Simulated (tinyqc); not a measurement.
Deformation potential from the mobility gain.

Question. Tension X along [100] raises the x valleys by D = Xu (s11 - s12) X against the y and z valleys. Their share is f = w/(w + 2), w = exp(-D/Vt), and for current along [100] mu/mu0 = [f/ml + (1 - f)/mt]/[(1/ml + 2/mt)/3]. Find f, D and Xu.

Inputs (values chosen for the exercise); values close to those of silicon: temperature T = 293 K; compliance s11 = 7.81 1/TPa; compliance s12 = -2.14 1/TPa; longitudinal mass ml = 0.885 m0; transverse mass mt = 0.196 m0.

Constants: q = 1.602176634e-19 C, kB = 1.380649e-23 J/K, Vt = kB T/q. Results are converted to the units shown.

mu/mu0 = 1.10184301
X = 130 MPa

Solution. The gain is linear in f; w = 2 f/(1 - f).

f = 0.236
D = 12.1 meV
Xu = 9.35 eV

Computed by the program tinyqc: `OMP_NUM_THREADS=1 python tinyqc.py 2530082 2530083 out.jsonl`, one thread of a shared Intel Xeon 2.30GHz, about 0.01 s for the whole run.
